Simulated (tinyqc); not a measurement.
Admittance spectroscopy and thermally stimulated current of one trap level in a depletion layer. From peak temperature T_p back to trap depth E_t below the band. Computed by tinyqc, a small Python program. Command: `OMP_NUM_THREADS=1 python tinyqc.py 3110402 3110403 out.jsonl admit inv`. One thread of a shared host (Intel(R) Xeon(R) Processor @ 2.30GHz), about 0.02 s of CPU time with the checks.

A Schottky junction on n-type material holds one donor-like electron trap; shallow donors are fully ionised and abrupt depletion edges are assumed.

Inputs (values chosen for the exercise, modelled on n-type GaN):
```
quantity                       value    unit
density-of-states mass m       0.192     m_0
shallow doping N             3.9e+15  1/cm^3
capture cross section sigma  3.5e-14    cm^2
test frequency f              300000      Hz
```

Constants: k_B = 1.380649e-23 J/K; m_0 = 9.1093837015e-31 kg; h = 6.62607015e-34 J s; k_B = 8.617333262e-05 eV/K.

Method:
- N_c = 2 (2 pi m k_B T/h^2)^(3/2), v_th = sqrt(3 k_B T/m), emission rate e_n = sigma v_th N_c exp(-E_t/(k_B T)).
- Where the level crosses the Fermi level capture equals emission, so the trap follows the signal with the rate 2 e_n; G/omega peaks at omega = 2 e_n (the correction for large N_t/N is left out).
- Solve 2 e_n(T_p) = 2 pi f.

Question. A run gave the result below. Find the trap depth E_t below the band, known to lie between 0.25 and 0.41 eV.

peak temperature T_p = 262.8244 K

Answer.

Each step takes the trial c = (a f_b - b f_a)/(f_b - f_a), f being the result less the target and a, b, c the logarithms of the listed values; c replaces end b, the old b replaces a if the sign of f changed, and otherwise f_a is halved.

Scan of the range:
```
trap depth E_t below the band (eV)  peak temperature T_p (K)
0.250                                                209.678
0.271                                                224.997
0.295                                                242.347
0.320                                                260.258
0.348                                                280.140
0.378                                                301.253
0.410                                                323.578
```

False position (Illinois rule, in the logarithm of the input) inside the bracket:
```
step     end a     end b     trial  peak temperature T_p (K)
1     0.320000  0.348000  0.323484                   262.742
2     0.348000  0.323484  0.323596                   262.822
3     0.348000  0.323596  0.323603                   262.827
4     0.323596  0.323603  0.323600                   262.824
```

Peak temperature T_p rises at every point of a 13-point scan of the range (every second point is shown), so one value fits; it is bracketed by 0.320 and 0.348. Answer: trap depth E_t below the band = 0.3236 eV.
